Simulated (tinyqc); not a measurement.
From results back to parameters: linear model of a band gap against the share of exact exchange. Two cases, with inputs chosen for the exercise.

Problem. Gap and optical dielectric constant were computed at two shares alpha. They follow E = E0 + S alpha and eps = 1 + (e0 - 1)(EP/(EP + S alpha))^2.

Find: S; E0; EP; e0.

Method. The two gaps give S and E0. With q = sqrt((eps1 - 1)/(eps2 - 1)) = (EP + S alpha2)/(EP + S alpha1), EP = S (alpha2 - q alpha1)/(q - 1); e0 follows from either eps.

Case 1.

Values chosen (out of a larger set: of the order of those of diamond; not measured data): al12 = (0.2, 0.25) (two shares of exact exchange).

gaps (eV): 5.58200  5.98000

eps: 5.812710  5.672847

Solution.

S = 7.96 eV
E0 = 3.99 eV
EP = 25.2 eV
e0 = 6.44

Case 2.

Values chosen (out of a larger set: of the order of those of Ge; not measured data): al12 = (0.1, 0.35) (two shares of exact exchange).

gaps (eV): 0.56200  1.76700

eps: 15.971956  12.813797

Solution.

S = 4.82 eV
E0 = 0.08 eV
EP = 9.1 eV
e0 = 17.60

Computed by tinyqc, one run a case: `OMP_NUM_THREADS=1 python tinyqc.py N N+1 out.jsonl` with N = 1881094, 1881108; one thread of a shared Intel(R) Xeon(R) Processor @ 2.30GHz, about 0.01 s a run at most.
